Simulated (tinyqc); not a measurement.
Worked calculation: Pariser-Parr-Pople SCF with singles CI, for the molecule Nc1ccc(N)cc(=O)c1 (SMILES; centres numbered as the heavy atoms are written). One step of it, computed by the program tinyqc.

Problem. Iteration 1: Fock matrix. F_rr = H_rr + P_rr gamma_rr / 2 + sum_(s != r) P_ss gamma_rs; F_rs = H_rs - P_rs gamma_rs / 2; E = tr P (H + F) / 2 + core repulsion sum_(r<s) z_r z_s gamma_rs.

P at the start:
```
            1N         2C         3C         4C         5C         6N         7C         8C
1N    1.113657   0.499669   0.024390  -0.215776  -0.131172   0.504281   0.046542   0.200881
2C    0.499669   1.600537   0.303386  -0.118209   0.040449  -0.131172   0.099697  -0.219155
3C    0.024390   0.303386   1.015836   0.888197  -0.118209  -0.215776  -0.105073   0.104758
4C   -0.215776  -0.118209   0.888197   1.015836   0.303386   0.024390  -0.164773   0.104758
5C   -0.131172   0.040449  -0.118209   0.303386   1.600537   0.499669   0.432261  -0.219155
6N    0.504281  -0.131172  -0.215776   0.024390   0.499669   1.113657  -0.579376   0.200881
7C    0.046542   0.099697  -0.105073  -0.164773   0.432261  -0.579376   1.434695   0.407451
8C    0.200881  -0.219155   0.104758   0.104758  -0.219155   0.200881   0.407451   1.430260
9O    0.201389  -0.141455   0.092302   0.092302  -0.141455   0.201389   0.016394   0.533039
10C  -0.579376   0.432261  -0.164773  -0.105073   0.099697   0.046542  -0.268202   0.407451

            9O        10C
1N    0.201389  -0.579376
2C   -0.141455   0.432261
3C    0.092302  -0.164773
4C    0.092302  -0.105073
5C   -0.141455   0.099697
6N    0.201389   0.046542
7C    0.016394  -0.268202
8C    0.533039   0.407451
9O    0.240290   0.016394
10C   0.016394   1.434695
```

core matrix H (eV):
```
             1N          2C          3C          4C          5C          6N          7C          8C
1N   -66.537572   -2.240000    0.000000    0.000000    0.000000    0.000000    0.000000    0.000000
2C    -2.240000  -71.374837   -2.390000    0.000000    0.000000    0.000000    0.000000    0.000000
3C     0.000000   -2.390000  -66.581960   -2.390000    0.000000    0.000000    0.000000    0.000000
4C     0.000000    0.000000   -2.390000  -66.581960   -2.390000    0.000000    0.000000    0.000000
5C     0.000000    0.000000    0.000000   -2.390000  -71.374837   -2.240000   -2.390000    0.000000
6N     0.000000    0.000000    0.000000    0.000000   -2.240000  -66.537572    0.000000    0.000000
7C     0.000000    0.000000    0.000000    0.000000   -2.390000    0.000000  -67.756208   -2.390000
8C     0.000000    0.000000    0.000000    0.000000    0.000000    0.000000   -2.390000  -67.916901
9O     0.000000    0.000000    0.000000    0.000000    0.000000    0.000000    0.000000   -2.510000
10C    0.000000   -2.390000    0.000000    0.000000    0.000000    0.000000    0.000000   -2.390000

             9O         10C
1N     0.000000    0.000000
2C     0.000000   -2.390000
3C     0.000000    0.000000
4C     0.000000    0.000000
5C     0.000000    0.000000
6N     0.000000    0.000000
7C     0.000000    0.000000
8C    -2.510000   -2.390000
9O   -62.460527    0.000000
10C    0.000000  -67.756208
```

repulsion gamma_rs (eV):
```
            1N         2C         3C         4C         5C         6N         7C         8C
1N   16.800000   8.280876   5.569327   3.729008   3.104808   2.424924   3.104991   3.728962
2C    8.280876  11.130000   7.552663   5.078555   4.233148   3.104808   4.233612   5.079327
3C    5.569327   7.552663  11.130000   7.553862   5.078555   3.729008   4.233184   4.233299
4C    3.729008   5.078555   7.553862  11.130000   7.552663   5.569327   5.078313   4.233299
5C    3.104808   4.233148   5.078555   7.552663  11.130000   8.280876   7.553271   5.079327
6N    2.424924   3.104808   3.729008   5.569327   8.280876  16.800000   5.568109   3.728962
7C    3.104991   4.233612   4.233184   5.078313   7.553271   5.568109  11.130000   7.555349
8C    3.728962   5.079327   4.233299   4.233299   5.079327   3.728962   7.555349  11.130000
9O    3.001642   3.712893   3.095413   3.095413   3.712893   3.001642   5.516122   8.105103
10C   5.568109   7.553271   5.078313   4.233184   4.233612   3.104991   5.080158   7.555349

            9O        10C
1N    3.001642   5.568109
2C    3.712893   7.553271
3C    3.095413   5.078313
4C    3.095413   4.233184
5C    3.712893   4.233612
6N    3.001642   3.104991
7C    5.516122   5.080158
8C    8.105103   7.555349
9O   15.200000   5.516122
10C   5.516122  11.130000
```

Centres (angstrom, eV; a flat drawing with bonds scaled to 1.40 angstrom):
```
centre          x          y  core charge z          W   gamma_rr
1N      -2.938000  -0.838000              2  25.600000  16.800000
2C      -1.573000  -0.526000              1  11.160000  11.130000
3C      -0.700000  -1.621000              1  11.160000  11.130000
4C       0.700000  -1.621000              1  11.160000  11.130000
5C       1.573000  -0.526000              1  11.160000  11.130000
6N       2.938000  -0.838000              2  25.600000  16.800000
7C       1.261000   0.839000              1  11.160000  11.130000
8C       0.000000   1.446000              1  11.160000  11.130000
9O       0.000000   2.846000              1  17.700000  15.200000
10C     -1.261000   0.839000              1  11.160000  11.130000
```

Give: F; pi energy.

Solution.

F (eV):
```
         1N      2C      3C      4C      5C      6N      7C      8C
1N   -8.316  -4.309  -0.068   0.402   0.204  -0.611  -0.072  -0.375
2C   -4.309  -5.114  -3.536   0.300  -0.086   0.204  -0.211   0.557
3C   -0.068  -3.536  -2.526  -5.745   0.300   0.402   0.222  -0.222
4C    0.402   0.300  -5.745  -2.526  -3.536  -0.068   0.418  -0.222
5C    0.204  -0.086   0.300  -3.536  -5.114  -4.309  -4.022   0.557
6N   -0.611   0.204   0.402  -0.068  -4.309  -8.316   1.613  -0.375
7C   -0.072  -0.211   0.222   0.418  -4.022   1.613  -2.369  -3.929
8C   -0.375   0.557  -0.222  -0.222   0.557  -0.375  -3.929  -3.165
9O   -0.302   0.263  -0.143  -0.143   0.263  -0.302  -0.045  -4.670
10C   1.613  -4.022   0.418   0.222  -0.211  -0.072   0.681  -3.929

         9O     10C
1N   -0.302   1.613
2C    0.263  -4.022
3C   -0.143   0.418
4C   -0.143   0.222
5C    0.263  -0.211
6N   -0.302  -0.072
7C   -0.045   0.681
8C   -4.670  -3.929
9O   -8.354  -0.045
10C  -0.045  -2.369
```

pi energy = -166.517 eV
